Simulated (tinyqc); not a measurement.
RHF in the sto-3g basis, for BeH+, spin multiplicity 1, step by step. One step of it, computed by the program tinyqc.

Problem. Iteration 4: building the Fock matrix. J_ij = sum D_kl (ij|kl), K_ij = sum D_kl (ik|jl); F = H + J - 0.5 K; E = tr D H + tr D J / 2 - 0.25 tr D K + E_nn.

D after iteration 3:
```
            1Be 1s     1Be 2s   1Be 2px   1Be 2py    1Be 2pz      2H 1s
1Be 1s    2.046724  -0.150383  0.000000  0.000000  -0.138664  -0.168372
1Be 2s   -0.150383   0.529115  0.000000  0.000000   0.382047   0.465533
1Be 2px   0.000000   0.000000  0.000000  0.000000   0.000000   0.000000
1Be 2py   0.000000   0.000000  0.000000  0.000000   0.000000   0.000000
1Be 2pz  -0.138664   0.382047  0.000000  0.000000   0.279780   0.329532
2H 1s    -0.168372   0.465533  0.000000  0.000000   0.329532   0.429702
```

core Hamiltonian H = T + V (hartree):
```
            1Be 1s     1Be 2s    1Be 2px    1Be 2py    1Be 2pz      2H 1s
1Be 1s   -8.288101  -2.041509   0.000000   0.000000  -0.020453  -0.668396
1Be 2s   -2.041509  -2.488742   0.000000   0.000000  -0.158498  -1.306159
1Be 2px   0.000000   0.000000  -1.978795   0.000000   0.000000   0.000000
1Be 2py   0.000000   0.000000   0.000000  -1.978795   0.000000   0.000000
1Be 2pz  -0.020453  -0.158498   0.000000   0.000000  -2.104801  -1.308762
2H 1s    -0.668396  -1.306159   0.000000   0.000000  -1.308762  -2.131832
```

Two-electron integrals (ij|kl) in chemists' order, unique and non-zero (hartree):
```
(11|11) 2.298831   (21|11) 0.392036   (21|21) 0.079539   (22|11) 0.570988
(22|21) 0.143041   (22|22) 0.417683   (31|31) 0.014607   (32|31) 0.021888
(32|32) 0.092265   (33|11) 0.569578   (33|21) 0.143083   (33|22) 0.417589
(33|33) 0.449859   (41|41) 0.014607   (42|41) 0.021888   (42|42) 0.092265
(43|43) 0.024249   (44|11) 0.569578   (44|21) 0.143083   (44|22) 0.417589
(44|33) 0.401360   (44|44) 0.449859   (51|51) 0.014607   (52|51) 0.021888
(52|52) 0.092265   (53|53) 0.024249   (54|54) 0.024249   (55|11) 0.569578
(55|21) 0.143083   (55|22) 0.417589   (55|33) 0.401360   (55|44) 0.401360
(55|55) 0.449859   (61|11) 0.125296   (61|21) 0.025375   (61|22) 0.045866
(61|33) 0.045527   (61|44) 0.045527   (61|51) 0.002305   (61|52) 0.004255
(61|55) 0.046569   (61|61) 0.008509   (62|11) 0.251786   (62|21) 0.063720
(62|22) 0.196667   (62|33) 0.189848   (62|44) 0.189848   (62|51) 0.008392
(62|52) 0.047242   (62|55) 0.210131   (62|61) 0.022397   (62|62) 0.128222
(63|31) 0.006468   (63|32) 0.028596   (63|53) 0.008638   (63|63) 0.013344
(64|41) 0.006468   (64|42) 0.028596   (64|54) 0.008638   (64|64) 0.013344
(65|11) 0.252792   (65|21) 0.064858   (65|22) 0.210151   (65|33) 0.197804
(65|44) 0.197804   (65|51) 0.013877   (65|52) 0.074371   (65|55) 0.234624
(65|61) 0.024076   (65|62) 0.157165   (65|65) 0.201469   (66|11) 0.415470
(66|21) 0.107144   (66|22) 0.365530   (66|33) 0.339230   (66|44) 0.339230
(66|51) 0.018255   (66|52) 0.125852   (66|55) 0.417796   (66|61) 0.039075
(66|62) 0.291128   (66|65) 0.381853   (66|66) 0.774606
```

nuclear repulsion = 1.68393703 hartree

Give: Coulomb J; exchange K; Fock matrix F; total energy of this density.

Solution.

Coulomb J (hartree):
```
         1Be 1s  1Be 2s  1Be 2px  1Be 2py  1Be 2pz   2H 1s
1Be 1s   5.5860  1.0338   0.0000   0.0000   0.0367  0.3394
1Be 2s   1.0338  1.9267   0.0000   0.0000   0.2101  1.0333
1Be 2px  0.0000  0.0000   1.8935   0.0000   0.0000  0.0000
1Be 2py  0.0000  0.0000   0.0000   1.8935   0.0000  0.0000
1Be 2pz  0.0367  0.2101   0.0000   0.0000   1.9837  1.1628
2H 1s    0.3394  1.0333   0.0000   0.0000   1.1628  2.0619
```

exchange K (hartree):
```
         1Be 1s  1Be 2s  1Be 2px  1Be 2py  1Be 2pz   2H 1s
1Be 1s   4.6199  0.8045   0.0000   0.0000   0.0015  0.2646
1Be 2s   0.8045  0.6145   0.0000   0.0000   0.4407  0.6755
1Be 2px  0.0000  0.0000   0.1148   0.0000   0.0000  0.0000
1Be 2py  0.0000  0.0000   0.0000   0.1148   0.0000  0.0000
1Be 2pz  0.0015  0.4407   0.0000   0.0000   0.5038  0.6865
2H 1s    0.2646  0.6755   0.0000   0.0000   0.6865  1.0907
```

Fock matrix F (hartree):
```
          1Be 1s   1Be 2s  1Be 2px  1Be 2py  1Be 2pz    2H 1s
1Be 1s   -5.0121  -1.4100   0.0000   0.0000   0.0155  -0.4613
1Be 2s   -1.4100  -0.8693   0.0000   0.0000  -0.1688  -0.6106
1Be 2px   0.0000   0.0000  -0.1426   0.0000   0.0000   0.0000
1Be 2py   0.0000   0.0000   0.0000  -0.1426   0.0000   0.0000
1Be 2pz   0.0155  -0.1688   0.0000   0.0000  -0.3730  -0.4892
2H 1s    -0.4613  -0.6106   0.0000   0.0000  -0.4892  -0.6152
```

total energy of this density = -14.652057 hartree

This density is a damped mixture and is not idempotent.
